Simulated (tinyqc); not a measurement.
# Stress in a transistor channel from embedded alloy regions, liners and fins, by half-space elasticity, step by step

A worked calculation. Computed by tinyqc, a small Python program that keeps every step. Command: `OMP_NUM_THREADS=1 python tinyqc.py 3003345 3003346 out.jsonl stressor walk`. One thread of a shared host (Intel(R) Xeon(R) Processor @ 2.30GHz), about 0.01 s of CPU time with the checks. Intermediate numbers are printed to about 5 digits and carried at full precision; extremes and crossings named in words are read from the listed rows.

Plane strain in an isotropic half-space, the same constants everywhere; x along the channel from its centre, y downwards from the free surface; stress is positive in tension.

Inputs (values chosen for the exercise, modelled on silicon):
```
quantity                                   value      unit
alloy fraction x                            0.55         -
lattice change per unit x, beta           0.0424         -
Young's modulus E                            169       GPa
Poisson ratio nu                            0.28         -
channel length L                             116        nm
length of each stressor S                     55        nm
recess depth d                                70        nm
depth of the field point y                   2.6        nm
liner stress                                -1.1       GPa
liner thickness t                             35        nm
length of a cut fin or stripe                520        nm
height of the strained layer h                46        nm
longitudinal piezoresistance coefficient    71.4  1e-11/Pa
vertical piezoresistance coefficient        -1.3  1e-11/Pa
```

Stressor: Si(1-x)Ge(x) source and drain.

## Misfit and the pressure on the side walls

Misfit e = beta x. A fully constrained inclusion holds the stress -p with p = E e/(1 - 2 nu); a blanket film would hold -E e/(1 - nu) in the plane.

misfit e = 0.02332

p = 8.957 GPa

stress of a blanket film = -5.4737 GPa

Caution: at such misfit the regions may relax by dislocations, and linear elasticity is rough.

## Stress at the centre of the channel

A line element dA of misfit at (a, c) in the half-space gives, with C = E e/(2 pi (1 - nu)), X = x - a, r1^2 = X^2 + (y - c)^2, r2^2 = X^2 + Y^2, Y = y + c: s_xx = -C dA {[X^2 - (y - c)^2]/r1^4 + 3 [X^2 - Y^2]/r2^4 + 4 y Y (Y^2 - 3 X^2)/r2^6}, s_yy = C dA {[X^2 - (y - c)^2]/r1^4 - [X^2 - Y^2]/r2^4 + 4 y Y (Y^2 - 3 X^2)/r2^6}. These are integrated over two rectangles, L/2 < |a| < L/2 + S, 0 < c < d (closed form in a, 200 Gauss-Legendre points in c).

s_xx = -2116.4 MPa

s_yy = -1.3820 MPa

s_xx over the blanket-film stress = 0.38664

The channel is compressed along its length; s_yy is 6.5e-4 of s_xx in size and vanishes at the surface.

## Closed form at the surface

At x = y = 0 the integral is s_xx = -(4/pi) [E e/(1 - nu)] [arctan(2 d/L) - arctan(d/(L/2 + S))].

s_xx at the surface = -2259.9 MPa

For fixed L and S it is largest at d = sqrt((L/2)(L/2 + S)) = 81.0 nm; d is short of that.

## A stressed liner, as two edge forces

The liner over source and drain ends at the gate, x = -/+ L/2, and pulls there with the force per width F = (liner stress) t along the surface. A tangential line force gives s_xx = (2 F/pi) X^3/(X^2 + y^2)^2 at the distance X; two of them add at the centre, X = L/2. For L > 3.5 y the concentrated force is an upper bound.

edge force F = -38.5 N/m

s_xx from the liner = -841.78 MPa

Caution: the real force is spread over several liner thicknesses, so for a channel this short the concentrated force clearly overstates the stress.

## Mobility change, linear estimate

d mu/mu = -(pi_L s_xx + pi_z s_yy) for the embedded regions alone; the stress across the width is left out.

mobility change = 151.11 %

The vertical stress supplies -0.0018 of these points. Caution: beyond a few hundred MPa bulk piezoresistance coefficients no longer describe an inversion layer well.

## Relaxation at the ends of a cut stripe

Shear-lag estimate for a stripe of length l and height h on a like substrate: the stress along it is s(x)/s_film = 1 - cosh(x/lam)/cosh(l/(2 lam)), lam = (pi/2) g h with g = 1.258; mean = 1 - (2 lam/l) tanh(l/(2 lam)).

transfer length lam = 90.899 nm

share kept at the centre = 0.88587

share kept on average = 0.65267

The ends reach the centre.

## Along the channel and with depth

The formulas are those given above.

Stress (MPa):
```
2x/L  s_xx at y  s_yy at y  s_xx at d/2  s_xx at 1.5 d
0.0     -2116.4     -1.382      -592.19         270.26
0.2     -2134.3     -1.250      -583.94         274.65
0.4     -2177.9     -0.734      -574.63         292.57
0.6     -2202.2      0.894      -621.31         337.20
0.8     -2012.8     12.389      -827.26         422.70
```

Near the surface s_xx changes by -5 % from the centre to 2x/L = 0.8. At the centre, s_xx at half the recess depth is 0.28 of its value at y, and below the recess -0.13. An element acts with the sign of X^2 - (y - c)^2, so its direct term reverses where the offset in depth exceeds the lateral distance, and the image terms that amplify the stress near the surface fade with depth.

## Shrinking the pitch

L and S are scaled together at fixed d, then S alone, then L alone.

S_xx at the centre (MPa):
```
scale  L and S scaled  S alone  L alone
0.35          -1150.8   -913.9  -3058.1
0.50          -1659.2  -1242.2  -2924.8
0.70          -2001.3  -1628.9  -2610.1
1.00          -2116.4  -2116.4  -2116.4
1.40          -1976.0  -2631.1  -1580.1
2.00          -1654.3  -3200.4  -1048.4
3.00          -1233.4  -3822.8   -590.0
```

Halving S alone keeps 0.59 of the stress, halving L alone gives 1.38, and halving both 0.78: a shorter channel brings the walls closer, a shorter stressor brings its far wall, which pulls the other way, closer too. Neighbouring devices are left out.

Checks made by the program: surface stress against its closed form; zero normal stress at the surface (relative difference below 1e-10).
